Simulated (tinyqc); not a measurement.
# Permittivity and interface capacitance from two thicknesses

Problem. 1/C = t/(eps0 ek) + 2/ci for planar capacitors that differ only in thickness. Find ek, ci and the EOT of the interfaces, 2 x 3.9 eps0/ci.

Constants: eps0 = 8.8541878128e-14 F/cm where lengths are in cm. Results are converted to the units shown.

C at t = 12 and 36 nm (uF/cm^2): 0.51375232  0.17136816

Solution. 1/C is a straight line in t: the slope gives ek and the intercept 2/ci. A single thickness would give only the effective permittivity; when the interfaces are a small part of 1/C, ci needs very accurate data.

ek = 6.970
ci = 1000 uF/cm^2
EOT of the interfaces = 0.006906 nm

Program tinyqc, `OMP_NUM_THREADS=1 python tinyqc.py 2102036 2102037 out.jsonl`; Intel Xeon 2.30GHz, shared host, one thread, about 0.01 s.
